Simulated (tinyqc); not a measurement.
Q-state Potts model on a small periodic square lattice: enumeration, Metropolis, heat-bath and Wolff steps: one step, computed by the program tinyqc.

E = -J x (number of nearest-neighbour bonds with equal states); n x n sites with periodic edges have 2 n^2 bonds. Order parameter m = (q f - 1)/(q - 1), f being the largest share of one state. Sites are numbered row by row from 0. Here q = 3 and n = 3.

Question. One Wolff cluster. Seed site = floor(r n^2); new state = (old + 1 + floor(r (q - 1))) mod q. Sites are taken first in, first out; each neighbour (right, left, below, above) with the seed state and not yet in the cluster joins if the next r < p. The cluster then takes the new state.

Inputs (values chosen for the exercise, for a model of domains or grain orientations): temperature T = 822 K.

Update: Wolff cluster.

start states:
```
   1  2  3
1  1  0  0
2  1  2  1
3  2  1  0
```

random numbers, used in turn: 0.3093  0.2049  0.2338  0.5455  0.6032  0.9891  0.7683  0.9155  0.5679  0.0129  0.1016  0.1984  0.9682  0.2718  0.5846  0.0471  0.1768  0.1173  0.1090  0.2129  0.6845  0.5827  0.0377  0.2758  0.5724  0.7053  0.2767  0.9569  0.8688  0.3095  0.1923  0.8339  0.1639  0.9309  0.4034  0.9148  0.3420  0.3751

p = 0.5464163

Give: the table «Bonds tested» with the columns to, r, result; seed site; cluster size; states afterwards.

Answer.

Bonds tested:

| from | to | r | result |
|---|---|---|---|
| 2 | 1 | 0.2338 | joins |
| 2 | 8 | 0.5455 | joins |

seed site = 2

cluster size = 3

states afterwards:
```
   1  2  3
1  1  1  1
2  1  2  1
3  2  1  1
```
